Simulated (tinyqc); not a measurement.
Inside a calculation: donor near an oxide interface in a gate field (two-state model). Values are carried at full precision from step to step, so a last printed digit may differ when a step is redone from the rounded ones.

Interface at z = 0 (hard wall), donor at z = d, field F pulling electrons to the interface: potential e F z; 1 kV/cm = 1e-5 eV/angstrom, c = hbar^2/2m0, q = e^2/(4 pi eps0), Q = (eps - eo)/(eps + eo). Donor state: E_D = e F d - ED - q Q/(4 eps d), the last term joining the images of ion and electron. Interface state: z exp(-b z/2) exp(-rho^2/(2 L^2)) with E_z = c b^2/(4 mz) + 3 e F/b + q Q b/(8 eps), minimised over b; in the plane at z = 3/b the ion (distance D = d - 3/b) and its image (D' = d + 3/b) give E_rho = c/(mt L^2) - (q/eps)(sqrt(pi)/L)[erfcx(D/L) + Q erfcx(D'/L)], erfcx(x) = exp(x^2) erfc(x), minimised over L. E_I = E_z + E_rho.

Constants: hbar^2/2m0 = 3.80998211 eV angstrom^2; e^2/(4 pi eps0) = 14.39964547 eV angstrom.

Values chosen for the exercise (near those of a donor in Si below SiO2, static dielectric constants; shifted at random, so the results belong to these values and not to a real crystal):
```
symbol  value  unit      meaning
d       180    angstrom  depth of the donor
ED      44.7   meV       bulk binding energy
mz      0.929  m0        mass across the interface
mt      0.186  m0        mass in the plane
eps     11.3             dielectric constant of the semiconductor
eo      3.9              dielectric constant of the oxide
F       40.9   kV/cm     field in the semiconductor
aD      15.5   angstrom  donor radius
v       0.46             valley factor
```

## The interface state across the interface

Solve c b/(2 mz) - 3 e F/b^2 + q Q/(8 eps) = 0; give Q, b, the three terms of E_z and <z> = 3/b.

Q = 0.4868
b = 0.07336 1/angstrom

kinetic, field and image terms (meV): 5.52  16.73  5.69

<z> = 40.9 angstrom

The image pushes the electron away from the oxide; without it <z> would be 35.6 angstrom.

## Binding in the plane

Give D, D', the best L, both terms and E_rho.

D, D' (angstrom): 139.1  220.9

L = 121.5 angstrom

kinetic and Coulomb terms (meV): 1.39  -9.77

E_rho = -8.38 meV

The bottom of the well lies at -12.0 meV, so the level is 30 % of the way up; L/D = 0.87. Above the critical field the ionised donor would thus still hold its electron as a dot at the interface.

## Where the electron sits

The two states couple by t = t0 exp(-D/aD) with t0 = q/(eps aD) (2 aD/L) sqrt(aD b/2) v, v a valley factor; this form is an estimate. With detuning u = E_D - E_I the splitting is sqrt(u^2 + 4 t^2) and the lower state has weight (1 - u/sqrt(u^2 + 4 t^2))/2 on the donor.

Give E_D, E_I, t, the splitting and the donor weight.

E_D, E_I (meV): 28.06  19.55

t = 0.000921 meV
splitting = 8.51 meV
donor weight = 0.000

The electron is at the interface; the contact hyperfine coupling scales with the donor weight. With this t, the tunnelling time pi hbar/(2t) at a crossing would be 1.12e+03 ps (hbar = 6.58212e-16 eV s); here the detuning is 9.24e+03 t.

## Critical field

Find F at which E_D = E_I; compare the rule e F d = ED. The crossing width is 4t/(e D), with t and D formed anew at that field.

critical field = 34.7 kV/cm
ED/(e d) = 24.8 kV/cm
width = 0.0031 kV/cm

The confinement energy E_z = 25.3 meV raises the field needed and the attraction E_rho = -8.5 meV lowers it; the result is 1.40 times the simple rule.

## Checks

- E_z without images against 1.5 x 6^(2/3)/2 (c (e F)^2/mz)^(1/3), meV: both 21.84.
- E_rho from the radial equation in the full Coulomb well against the Gaussian trial function, meV: both -8.4.

Run: tinyqc, `OMP_NUM_THREADS=1 python tinyqc.py 1252189 1252190 out.jsonl`; Intel(R) Xeon(R) Processor @ 2.30GHz, one thread, shared host; about 0.04 s of CPU time with all checks.
